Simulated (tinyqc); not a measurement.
Lorentz oscillators and the Kramers-Kronig relations: one step. eps1 at one grid point. Four cases, with inputs chosen for the exercise.

Task: List the terms E_j eps2_j/(E_j^2 - E_i^2) for j - i odd, add them and form eps1.

Kramers-Kronig: eps1(E) = 1 + (2/pi) P integral_0^infinity E1 eps2(E1)/(E1^2 - E^2) dE1. Maclaurin rule on the grid E_j = j h, j = 1 .. M: eps1(E_i) = 1 + (4 h/pi) sum over j with j - i odd of E_j eps2(E_j)/(E_j^2 - E_i^2); nothing is added above E_M.

Give: terms in order of j; sum; eps1(E_i).

Case 1.

Values chosen:
- h = 0.5 eV (grid step)
- M = 30 (grid points E_j = j h)
- i = 10 (grid index at which eps1 is wanted)

eps2(E_j), j = 1 .. M: [0.390013, 1.027305, 2.868029, 15.571944, 9.391520, 4.437440, 7.720857, 24.299408, 16.864238, 5.211777, 2.284366, 1.252023, 0.781754, 0.530419, 0.381063, 0.285408, 0.220653, 0.174904, 0.141471, 0.116358, 0.097059, 0.081941, 0.069902, 0.060177, 0.052224, 0.045648, 0.040157, 0.035532, 0.031605, 0.028248]

Result:

terms in order of j (1/eV): [-0.0079, -0.1891, -1.2522, -2.1195, -15.9766, 2.3931, 0.2946, 0.0915, 0.0397, 0.0206, 0.0120, 0.0075, 0.0050, 0.0034, 0.0025]

sum = -16.675 1/eV
eps1(E_i) = -9.616

The oscillator formula gives -9.982 at E_i = 5 eV. The rule samples every 2h = 1 eV against a narrowest width of 0.47 eV and stops at 15 eV; coarse sampling and the missing tail make the difference.

Case 2.

Values chosen:
- h = 0.2 eV (grid step)
- M = 40 (grid points E_j = j h)
- i = 14 (grid index at which eps1 is wanted)

eps2(E_j), j = 1 .. M: [0.077849, 0.158440, 0.244769, 0.340388, 0.449805, 0.579089, 0.736830, 0.935765, 1.195649, 1.548629, 2.049778, 2.798685, 3.984346, 5.968202, 9.320599, 13.952268, 16.269064, 14.258156, 13.067856, 16.136759, 26.341300, 37.564514, 26.623402, 14.014259, 7.918076, 4.979210, 3.401111, 2.466884, 1.870131, 1.465989, 1.179525, 0.968986, 0.809647, 0.686109, 0.588375, 0.509719, 0.445481, 0.392344, 0.347897, 0.310351]

Result:

terms in order of j (1/eV): [-0.0020, -0.0196, -0.0658, -0.1754, -0.4679, -1.5032, -9.5919, 24.1050, 14.8696, 7.5239, 11.2891, 9.1943, 2.3071, 0.8614, 0.4204, 0.2390, 0.1496, 0.1001, 0.0703, 0.0512]

sum = 59.355 1/eV
eps1(E_i) = 16.115

The oscillator formula gives 16.316 at E_i = 2.8 eV. The rule samples every 2h = 0.4 eV against a narrowest width of 0.59 eV and stops at 8 eV; coarse sampling and the missing tail make the difference.

Case 3.

Values chosen:
- h = 0.4 eV (grid step)
- M = 30 (grid points E_j = j h)
- i = 8 (grid index at which eps1 is wanted)

eps2(E_j), j = 1 .. M: [0.029807, 0.060490, 0.092994, 0.128410, 0.168071, 0.213705, 0.267640, 0.333157, 0.415061, 0.520703, 0.661873, 0.858559, 1.147004, 1.598640, 2.369703, 3.847707, 7.109258, 14.511392, 19.691020, 12.155661, 7.891738, 7.196900, 7.571489, 6.844759, 5.007443, 3.385752, 2.319298, 1.652409, 1.225231, 0.940210]

Result:

terms in order of j (1/eV): [-0.0012, -0.0127, -0.0539, -0.3122, 0.5493, 0.3193, 0.3550, 0.5519, 1.3429, 3.1492, 1.0990, 0.9363, 0.5579, 0.2354, 0.1143]

sum = 8.831 1/eV
eps1(E_i) = 5.497

The oscillator formula gives 5.528 at E_i = 3.2 eV. The rule samples every 2h = 0.8 eV against a narrowest width of 1.04 eV and stops at 12 eV; coarse sampling and the missing tail make the difference.

Case 4.

Values chosen:
- h = 0.5 eV (grid step)
- M = 40 (grid points E_j = j h)
- i = 8 (grid index at which eps1 is wanted)

eps2(E_j), j = 1 .. M: [0.023933, 0.048572, 0.074683, 0.103162, 0.135131, 0.172077, 0.216087, 0.270242, 0.339352, 0.431406, 0.560672, 0.754966, 1.074534, 1.665694, 2.902181, 5.253428, 5.931549, 3.859838, 2.779870, 2.551991, 2.716537, 3.013097, 3.198778, 3.085621, 2.690316, 2.186363, 1.719048, 1.342410, 1.055752, 0.841209, 0.680262, 0.558208, 0.464333, 0.391049, 0.333002, 0.286394, 0.248496, 0.217325, 0.191417, 0.169677]

Result:

terms in order of j (1/eV): [-0.0008, -0.0081, -0.0346, -0.2017, 0.3593, 0.2164, 0.2661, 0.5408, 0.8963, 0.3557, 0.3026, 0.3164, 0.2398, 0.1396, 0.0788, 0.0470, 0.0299, 0.0201, 0.0141, 0.0102]

sum = 3.588 1/eV
eps1(E_i) = 3.284

The oscillator formula gives 3.305 at E_i = 4 eV. The rule samples every 2h = 1 eV against a narrowest width of 1.42 eV and stops at 20 eV; coarse sampling and the missing tail make the difference.

Computed by tinyqc, one run a case: `OMP_NUM_THREADS=1 python tinyqc.py N N+1 out.jsonl` with N = 1650912, 1650935, 1650982, 1650993; one thread of a shared Intel(R) Xeon(R) Processor @ 2.30GHz, about 0.2 s a run at most.
